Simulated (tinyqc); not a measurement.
# Fully depleted semiconductor-on-insulator film with two gates, non-linear Poisson equation by Newton steps: threshold and coupling against the insulator thickness

One dimension across the film, front interface at x = 0, back interface at x = ts. psi is counted from the intrinsic level, n = ni exp(psi/Vt) (source grounded), holes neglected, acceptors ionised. Gates act through Cox = eps0 eox/tox and Cbox = 3.9 eps0/tb with potentials G1 = Vg - (phiM - chi - Vt ln(Nc/ni)) and G2 = Vb - (phiB - chi - Vt ln(Nc/ni)). Classical Boltzmann densities, no interface charge, no depletion in the back plane.

ni = sqrt(Nc Nv) exp(-Eg/(2 Vt)), Eg in volts. The Poisson equation eps0 eps_r d2psi/dx2 = q (n + Na), with -eps0 eps_r dpsi/dx = Cox (G1 - psi) at x = 0 and eps0 eps_r dpsi/dx = Cbox (G2 - psi) at x = ts, is solved on 300 equal intervals with half boxes at both ends; N_inv is the trapezoid sum of n. VT is the Vg for N_inv = 1e11 cm^-2; -dVT/dVb from the linearised equation. Limits with Cs = eps0 eps_r/ts: front channel Cs Cbox/(Cox (Cs + Cbox)), back channel Cbox (Cox + Cs)/(Cox Cs). Swing at N_inv = 1e8 cm^-2.

Parameters, values chosen for the exercise; band and dielectric values close to those of silicon:

| symbol | value | unit | meaning |
|---|---|---|---|
| T | 250 | K | temperature |
| Eg | 1.13 | eV | band gap |
| eps_r | 11.6 |  | relative permittivity |
| Nc | 2.1e19 | cm^-3 | conduction-band density of states at T |
| Nv | 2.05e19 | cm^-3 | valence-band density of states at T |
| chi | 3.98 | eV | electron affinity |
| eox | 21.7 |  | relative permittivity of the gate insulator (close to hafnium oxide) |
| ts | 8.1 | nm | film thickness |
| tb | 8.9 | nm | buried-oxide thickness (eps_r 3.9) |
| Na | 1e15 | cm^-3 | acceptor density of the film |
| phiM | 4.39 | eV | work function of the front gate |
| phiB | 4.03 | eV | work function of the back plane |
| Vb | 0 | V | back-gate voltage |

Constants: q = 1.602176634e-19 C, kB = 1.380649e-23 J/K, Vt = kB T/q, eps0 = 8.8541878128e-14 F/cm where lengths are in cm. Results are converted to the units shown.

The same in every row: centroid/ts at VT = 0.539.

Threshold and coupling against the insulator thickness:
```
tox (nm)	VT (V)	-dVT/dVb	front-channel limit	back-channel limit	swing (mV/decade)
5.5	0.294	0.237	0.0850	0.417	64.4
7.8	0.293	0.277	0.121	0.463	66.5
11	0.292	0.334	0.170	0.528	69.4
16	0.291	0.423	0.247	0.629	74.0
22	0.289	0.530	0.340	0.750	79.6
31	0.287	0.690	0.479	0.932	87.8
44	0.283	0.922	0.680	1.19	99.8
```

As tox goes from 5.5 to 44, VT falls from 0.294 to 0.283 V, the centroid stays near 0.539 of ts and -dVT/dVb rises from 0.237 to 0.922. The coupling covers 45.6 % of the way from the front-channel to the back-channel limit in the first row and 47.0 % in the last.

Numbers from tinyqc (`OMP_NUM_THREADS=1 python tinyqc.py 2190002 2190003 out.jsonl`; about 0.3 s on one thread of a shared Intel Xeon 2.30GHz).
